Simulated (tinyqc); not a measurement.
Length of a molecular wire: coherent transport through a tight-binding bridge. Computed by the program tinyqc. T = Gamma_L Gamma_R |G_1n|^2 with the self-energies of semi-infinite chains.

A uniform bridge between two chains:
```
parameter                       value
site energy (eV)             2.340000
hopping in the bridge (eV)   0.770000
lead hopping (eV)            2.780000
couplings (eV)              1.06, 1.1
E (eV)                      -0.020000
```

Transmission against length:
```
sites           T      ln T
2      1.5510e-02   -4.1663
3      2.1371e-03   -6.1483
5      4.0589e-05  -10.1120
6      5.5938e-06  -12.0939
7      7.7092e-07  -14.0757
8      1.0625e-07  -16.0575
9      1.4642e-08  -18.0393
10     2.0180e-09  -20.0212
```

Estimate the missing row, sites = 4.

Computed row:
```
sites           T     ln T
4      2.9451e-04  -8.1302
```

E lies outside the band of the bridge (|E - e|/2h = 1.532 > 1), so T decays as exp(-beta n) with beta = 2 arccosh(1.532) = 1.9818 a site; the last two rows give 1.9818.
